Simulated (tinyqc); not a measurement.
Closable height against the size of the gap: wafer bonding and layer transfer: bond energy, gap closing, particles, bonding of dissimilar wafers and hydrogen blisters. Computed by tinyqc, a small Python program. Command: `OMP_NUM_THREADS=1 python tinyqc.py 3011346 3011347 out.jsonl bond walk`. One thread of a shared host (Intel(R) Xeon(R) Processor @ 2.30GHz), about 0.01 s of CPU time with the checks.

gamma is the energy per area of each of the two surfaces; plates are isotropic, and both wafers have E1 and t1.

Inputs (values chosen for the exercise, with wafer 1 close to silicon):
```
quantity,value,unit
Young's modulus E1,139,GPa
Poisson ratio nu,0.25,-
thickness t1,525,micrometre
blade thickness t_b,150,micrometre
crack length L,13.3,mm
```

Pair: two equal wafers.

Method. Two cantilevers opened by t_b: gamma = 3 t_b^2 E1 t1^3 E2 t2^3/(16 L^4 (E1 t1^3 + E2 t2^3)). E' = E1/(1 - nu^2), equal wafers of thickness t1 assumed. A gap of radius R closes if h_g < h_c: h_c = R^2/sqrt((2/3) E' t1^3/gamma) for R > 2 t1 (plate bending), h_c = 3.6 sqrt(R gamma/E') for R < 2 t1 (local deformation).

bond energy gamma = 1.35594 J/m^2

Gap closing:
```
R (mm),regime,h_c (nm),slope h_c/R
1.00e-04,local,3.4427e+00,0.034427
1.00e-03,local,1.0887e+01,0.010887
1.00e-02,local,3.4427e+01,0.003443
1.00e-01,local,1.0887e+02,0.001089
5.00e-01,local,2.4344e+02,0.000487
2.00e+00,plate,1.2316e+03,0.000616
5.00e+00,plate,7.6974e+03,0.001539
2.00e+01,plate,1.2316e+05,0.006158
5.00e+01,plate,7.6974e+05,0.015395
```

Roughness of 100 nm scale may be 3.4 nm in half height, waviness of radius 5 cm as much as 770 micrometre: h_c goes as R^(1/2) when the wafer deforms locally and as R^2 when it bends. The allowed slope is least near R = 2 t1, so defects about 4 t1 wide are the hardest to close; bow matters little.

Extremes, crossings and ranges named in words are read from the listed rows.
